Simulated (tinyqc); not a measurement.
# Worked calculation: p-n diode, drift-diffusion by the Gummel loop with Scharfetter-Gummel fluxes

Numbers from tinyqc (`OMP_NUM_THREADS=1 python tinyqc.py 2240101 2240102 out.jsonl`; about 0.1 s on one thread of a shared Intel Xeon 2.30GHz). Printed values are rounded.

Abrupt junction at x = 0, p side from -Lp, n side to Ln, ohmic contacts. psi is counted from the intrinsic level; n = ni exp((psi - phin)/Vt), p = ni exp((phip - psi)/Vt). Contacts: p side psi = V - Vt ln(Na/ni), p = Na, n = ni^2/Na; n side psi = Vt ln(Nd/ni), n = Nd, p = ni^2/Nd. Constant mobilities, D = mu Vt, Boltzmann statistics, SRH recombination through a mid-gap level, U = (n p - ni^2)/(tp (n + ni) + tn (p + ni)). Current is positive from the p contact to the n contact.

Parameters, values chosen for the exercise; band and dielectric values close to those of indium phosphide:

| symbol | value | unit | meaning |
|---|---|---|---|
| T | 300 | K | temperature |
| Eg | 1.36 | eV | band gap |
| eps_r | 12.6 |  | relative permittivity |
| Nc | 5.78e17 | cm^-3 | conduction-band density of states at T |
| Nv | 1.09e19 | cm^-3 | valence-band density of states at T |
| Na | 4.5e17 | cm^-3 | acceptor density of the p side |
| Nd | 1.4e17 | cm^-3 | donor density of the n side |
| mun | 1900 | cm^2/(V s) | electron mobility |
| mup | 95 | cm^2/(V s) | hole mobility |
| tn | 8e-7 | s | SRH lifetime of electrons |
| tp | 8e-8 | s | SRH lifetime of holes |
| G | 0 | cm^-3 s^-1 | uniform generation rate |
| V | 0.52 | V | bias of the p contact |

Constants: q = 1.602176634e-19 C, kB = 1.380649e-23 J/K, Vt = kB T/q, eps0 = 8.8541878128e-14 F/cm where lengths are in cm. Results are converted to the units shown.

## Intrinsic density and built-in voltage

ni = sqrt(Nc Nv) exp(-Eg/(2 Vt)), Eg in volts; Vbi = Vt ln(Na Nd/ni^2).

ni = 9.466293e6 cm^-3
Vbi = 1.240946 V

## Round 1: Poisson equation

```
node	x (nm)	phin at the start (V)	phip at the start (V)
0	-2500	0.52	0.52
1	-1190	0	0.52
2	-558	0	0.52
3	-256	0	0.52
4	-111	0	0.52
5	-41.4	0	0.52
6	-8	0	0.52
7	8	0	0.52
8	30.9	0	0.52
9	63.6	0	0.52
10	110	0	0.52
11	177	0	0.52
12	273	0	0.52
13	410	0	0
```

With phin and phip held, solve a_i (psi_(i+1) - psi_i) - a_(i-1) (psi_i - psi_(i-1)) + q w_i (p_i - n_i + C_i) = 0 for the inner nodes by Newton steps to convergence; a_i = eps0 eps_r/h_i, h_i = x_(i+1) - x_i, w_i = (h_(i-1) + h_i)/2, C = -Na or +Nd.

```
node	psi (V)	n after Poisson (cm^-3)	p after Poisson (cm^-3)
0	-0.1155656	1.991349e-4	4.5e17
1	-0.1155656	1.083335e5	4.5e17
2	-0.1155656	1.083335e5	4.500000e17
3	-0.1155656	1.083336e5	4.499999e17
4	-0.1155600	1.083573e5	4.499013e17
5	-0.1144987	1.128982e5	4.318058e17
6	-0.0690447	6.550579e5	7.442104e16
7	0.1658914	5.794722e9	8.412844e12
8	0.4125865	8.078461e13	6.034576e8
9	0.5821869	5.708067e16	8.540559e5
10	0.6043129	1.343352e17	3.628990e5
11	0.6053565	1.398690e17	3.485409e5
12	0.6053804	1.399985e17	3.482186e5
13	0.6053807	1.4e17	6.400765e-4
```

## Round 1: electron continuity

With psi and p held, F_i = (mun Vt/h_i) [n_(i+1) B(d_i) - n_i B(-d_i)], d_i = (psi_(i+1) - psi_i)/Vt, B(d) = d/(exp(d) - 1); solve F_i - F_(i-1) = w_i [(n_i p_i - ni^2)/den_i - G] for the new n, with den = tp (n + ni) + tn (p + ni) taken at the old n and p, h_i = x_(i+1) - x_i, w_i = (h_(i-1) + h_i)/2; phin = psi - Vt ln(n/ni).

```
node	new n (cm^-3)	phin after round 1 (V)
0	1.991349e-4	0.5200000
1	57384.88	0.0164272
2	85078.77	0.0062468
3	98315.31	0.0025086
4	1.046936e5	0.0008892
5	1.121956e5	0.0001614
6	6.549807e5	0.0000030
7	5.794722e9	0.0000000
8	8.078461e13	0.0000000
9	5.708067e16	0.0000000
10	1.343352e17	0.0000000
11	1.398690e17	0.0000000
12	1.399985e17	0.0000000
13	1.4e17	0.0000000
```

## Round 1: hole continuity

With psi and the new n held, F_i = (mup Vt/h_i) [p_(i+1) B(-d_i) - p_i B(d_i)], d_i = (psi_(i+1) - psi_i)/Vt, B(d) = d/(exp(d) - 1); solve F_i - F_(i-1) = w_i [(n_i p_i - ni^2)/den_i - G] for the new p, with den = tp (n + ni) + tn (p + ni) taken at the new n and the old p, h_i = x_(i+1) - x_i, w_i = (h_(i-1) + h_i)/2; phip = psi + Vt ln(p/ni).

```
node	new p (cm^-3)	phip after round 1 (V)
0	4.5e17	0.5200000
1	4.5e17	0.5200000
2	4.500000e17	0.5200000
3	4.499999e17	0.5200000
4	4.499013e17	0.5200000
5	4.318058e17	0.5200000
6	7.442104e16	0.5200000
7	8.412844e12	0.5200000
8	6.034530e8	0.5199998
9	8.487874e5	0.5198400
10	3.277524e5	0.5173666
11	2.455371e5	0.5109438
12	1.442176e5	0.4972113
13	6.400765e-4	0.0000000
```

## Course of the Gummel loop

Stop when phin and phip change by less than 1e-8 V, or after 80 rounds. J = Jn at the p contact + Jp at the n contact + q sum w_i U_i - q G sum w_i over the inner nodes, which avoids differences of large majority fluxes: Jn = (q mun Vt/h_0)[n_1 B(d_0) - n_0 B(-d_0)], Jp = (q mup Vt/h_last)[p_(N-1) B(d_last) - p_N B(-d_last)], d_i = (psi_(i+1) - psi_i)/Vt, B(d) = d/(exp(d) - 1), w_i = (h_(i-1) + h_i)/2.

Course of the iteration:
```
round	J (A/cm^2)	largest change of phin, phip (V)
1	1.322687e-8	0.0228
2	1.322687e-8	8.30e-14
```

Converged in 2 rounds.

## Recombination and current

```
node	converged psi (V)	converged n (cm^-3)	converged p (cm^-3)
0	-0.1155656	1.991349e-4	4.5e17
1	-0.1155656	57384.88	4.5e17
2	-0.1155656	85078.77	4.500000e17
3	-0.1155656	98315.31	4.499999e17
4	-0.1155600	1.046936e5	4.499013e17
5	-0.1144987	1.121956e5	4.318058e17
6	-0.0690447	6.549807e5	7.442104e16
7	0.1658914	5.794722e9	8.412844e12
8	0.4125865	8.078461e13	6.034530e8
9	0.5821869	5.708067e16	8.487874e5
10	0.6043129	1.343352e17	3.277524e5
11	0.6053565	1.398690e17	2.455371e5
12	0.6053804	1.399985e17	1.442176e5
13	0.6053807	1.4e17	6.400765e-4
```

U_i as defined. J = Jn at the p contact + Jp at the n contact + q sum w_i U_i - q G sum w_i over the inner nodes, which avoids differences of large majority fluxes: Jn = (q mun Vt/h_0)[n_1 B(d_0) - n_0 B(-d_0)], Jp = (q mup Vt/h_last)[p_(N-1) B(d_last) - p_N B(-d_last)], d_i = (psi_(i+1) - psi_i)/Vt, B(d) = d/(exp(d) - 1), w_i = (h_(i-1) + h_i)/2.

U, node 0 to 13 (cm^-3 s^-1): 0  7.173110e10  1.063485e11  1.228941e11  1.308671e11  1.402445e11  8.187258e11  7.242894e15  7.542590e15  1.060984e13  4.096905e12  3.069214e12  1.802720e12  0
Jn at the p contact = 3.447342e-9 A/cm^2
Jp at the n contact = 4.142129e-9 A/cm^2
recombination = 5.637397e-9 A/cm^2
generation = 0 A/cm^2
J = 1.322687e-8 A/cm^2

A 500-node mesh gives J = 6.052e-8 A/cm^2; this mesh differs from it by -4.7e-8 A/cm^2 (-78 %).
